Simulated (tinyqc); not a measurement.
From results back to parameters: alloy A(1-x)B(x) by interpolation with bowing. Two cases, with inputs chosen for the exercise.

Problem. An unstrained alloy A(1-x)B(x) follows Vegard, a(x) = (1 - x) a_A + x a_B, and E(x) = (1 - x) E_A + x E_B - C x (1 - x) at Gamma. Its lattice constant and gap are given.

Case 1.

Values chosen (out of a larger set: A near GaAs, B near GaSb; not measured data): a = (5.656, 6.1) angstrom (lattice constant of A, B); Eg = (1.502, 0.81) eV (gap at Gamma to the s-like level of A, B).

a(x) = 5.687080 angstrom
gap at Gamma = 1.363266 eV

Case 2.

Values chosen (out of a larger set: A near GaP, B near InP; not measured data): a = (5.446, 5.873) angstrom (lattice constant of A, B); Eg = (2.923, 1.432) eV (gap at Gamma to the s-like level of A, B).

a(x) = 5.501510 angstrom
gap at Gamma = 2.648869 eV

Find: x; linear part of the gap; C.

Solution. x = (a - a_A)/(a_B - a_A); the bowing is the shortfall against the linear part divided by x (1 - x).

Case 1.

x = 0.070
linear part of the gap = 1.4536 eV
C = 1.387 eV

Case 2.

x = 0.130
linear part of the gap = 2.7292 eV
C = 0.710 eV

Computed by tinyqc, one run a case: `OMP_NUM_THREADS=1 python tinyqc.py N N+1 out.jsonl` with N = 1081455, 1081517; one thread of a shared Intel(R) Xeon(R) Processor @ 2.30GHz, about 0.01 s a run at most.
